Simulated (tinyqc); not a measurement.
Worked calculation: chemical-mechanical planarisation: Preston law, pattern density and step-height reduction. Computed by tinyqc, a small Python program that keeps every step. Command: `OMP_NUM_THREADS=1 python tinyqc.py 3024828 3024829 out.jsonl cmp walk`. One thread of a shared host (Intel(R) Xeon(R) Processor @ 2.30GHz), about 0.01 s of CPU time with the checks. Intermediate numbers are printed to about 6 digits and carried at full precision; extremes and crossings named in words are read from the listed rows.

A row of 8 cells, repeated periodically, holds raised features that cover a share rho of each cell.

Inputs (values chosen for the exercise, close to those used for copper polishing):

| quantity | value | unit |
|---|---|---|
| Preston coefficient K | 1e-13 | 1/Pa |
| pressure P | 14 | kPa |
| platen and carrier speed | 110 | rpm |
| distance between the centres | 19 | cm |
| initial step height h0 | 240 | nm |
| contact height h_c | 45 | nm |
| film above the raised areas z0 | 380 | nm |
| cell size | 1.3 | mm |
| planarisation length | 3 | mm |
| polish time t | 33 | s |

local pattern densities, cell by cell: 0.1  0.7  0.7  0.3  0.9  0.4  0.7  0.7

## Blanket rate

With equal rotation speeds the relative speed is uniform, v = omega r_c; Preston rate R0 = K P v.

relative speed v = 2.18864 m/s

blanket rate R0 = 3.06410 nm/s

## Effective density

The stiff pad averages the density: rho_eff(i) = sum_j w_ij rho_j / sum_j w_ij, w = exp(-2 d^2/L^2), L the planarisation length and d the distance between cell centres, summed over all periodic images of cell j.

normalised weights (images included) for cells 0, 1, 2, ... apart: 0.345750  0.237498  0.076976  0.011801  0.001699

effective densities: 0.484629  0.528561  0.570670  0.579026  0.601882  0.605904  0.593240  0.536089

Local densities span 0.1 to 0.9, effective ones 0.485 to 0.606.

## State at time t

While h > h_c only raised areas polish, at R0/rho_eff, until t_c = rho_eff (h0 - h_c)/R0. After that h = h_c exp(-(t - t_c)/tau), tau = rho_eff h_c/R0; low areas polish at R0 (1 - h/h_c) and raised areas at R0 [1 + (1 - rho_eff) h/(rho_eff h_c)]. Removed from raised areas after t_c: h0 - h_c + R0 (t - t_c) + (1 - rho_eff)(h_c - h); from low areas: R0 (t - t_c) - rho_eff (h_c - h). Film left = z0 less the removal from raised areas.

Cells:

| cell | rho_eff | t_c (s) | step h (nm) | removed, raised (nm) | removed, low (nm) | film left on raised areas (nm) |
|---|---|---|---|---|---|---|
| 1 | 0.484629 | 30.8419 | 33.2298 | 207.679 | 0.908431 | 172.321 |
| 2 | 0.528561 | 33.6377 | 48.6970 | 191.303 | 0.000000 | 188.697 |
| 3 | 0.570670 | 36.3176 | 62.8130 | 177.187 | 0.000000 | 202.813 |
| 4 | 0.579026 | 36.8494 | 65.3701 | 174.630 | 0.000000 | 205.370 |
| 5 | 0.601882 | 38.3039 | 72.0014 | 167.999 | 0.000000 | 212.001 |
| 6 | 0.605904 | 38.5598 | 73.1165 | 166.883 | 0.000000 | 213.117 |
| 7 | 0.593240 | 37.7539 | 69.5540 | 170.446 | 0.000000 | 209.554 |
| 8 | 0.536089 | 34.1168 | 51.3833 | 188.617 | 0.000000 | 191.383 |

range of film left across the row = 40.7951 nm

largest remaining step = 73.1165 nm

thinnest film left = 172.321 nm

1 of 8 cells have reached contact. The cell with the lowest rho_eff has lost the most film from its raised areas.

## Local against global planarity over time

Times are multiples of h0/R0; the range is the largest minus the smallest removal from raised areas.

Steps and range (nm):

| multiple | t (s) | largest step | smallest step | range across the row | mean removal from raised areas |
|---|---|---|---|---|---|
| 0.10 | 7.833 | 200.390 | 190.478 | 9.9121 | 42.893 |
| 0.20 | 15.665 | 160.779 | 140.955 | 19.8243 | 85.786 |
| 0.30 | 23.498 | 121.169 | 91.433 | 29.7364 | 128.679 |
| 0.45 | 35.247 | 61.754 | 24.234 | 40.9533 | 192.483 |
| 0.60 | 46.996 | 17.438 | 4.651 | 33.5811 | 243.835 |
| 0.80 | 62.661 | 2.999 | 0.515 | 30.0223 | 296.195 |
| 1.00 | 78.326 | 0.516 | 0.057 | 29.2797 | 344.873 |
| 1.30 | 101.824 | 0.037 | 0.002 | 29.1193 | 416.992 |
| 1.70 | 133.155 | 0.001 | 0.000 | 29.1063 | 513.000 |

Local steps shrink to 0.01 nm or less, but the range across the row reaches up to 41.0 nm among these rows and ends at 29.1 nm, against the limit (largest - smallest rho_eff) h0 = 29.1 nm: once flat, all cells polish alike and the difference stays. Evener density (dummy fill), a longer planarisation length or a smaller initial step reduces it. Caution: in the last rows the removal passes z0 somewhere, so they describe a thicker film than the one given.

Checks made by the program: volume removed per cell equals R0 t (relative difference below 1e-10).
